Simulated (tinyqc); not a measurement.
Specific resistance of a metal-semiconductor contact and its transmission-line measurement: one step, computed by the program tinyqc.

The barrier is parabolic (depletion approximation), energies E are normal energies counted from the band edge in the neutral semiconductor (downwards for holes), and the bias is zero. xi is an input, held fixed when other inputs move.

Problem. Current crowding. Transmission-line model: transfer length L_T = sqrt(rho_c/R_sh); R_c = (R_sh L_T/W) coth(d/L_T). Limits: rho_c/(W d) for d << L_T, sqrt(rho_c R_sh)/W for d >> L_T.

Inputs (values chosen for the exercise, modelled on n-type In0.53Ga0.47As):
```
quantity               value        unit
temperature T            200           K
sheet resistance R_sh   1500         ohm
contact length d        0.86  micrometre
contact width W         0.13  micrometre
```

Image-force lowering: included.

specific contact resistance rho_c = 5.902680e-06 ohm cm^2

Give: transfer length L_T; d/L_T; contact resistance R_c; R_c W; short-contact limit; long-contact limit.

Solution.

transfer length L_T = 0.6273 micrometre

d/L_T = 1.371

contact resistance R_c = 8235 ohm

R_c W = 1071 ohm micrometre

short-contact limit = 5280 ohm

long-contact limit = 7238 ohm

The contact is about one transfer length long, between the two limits.
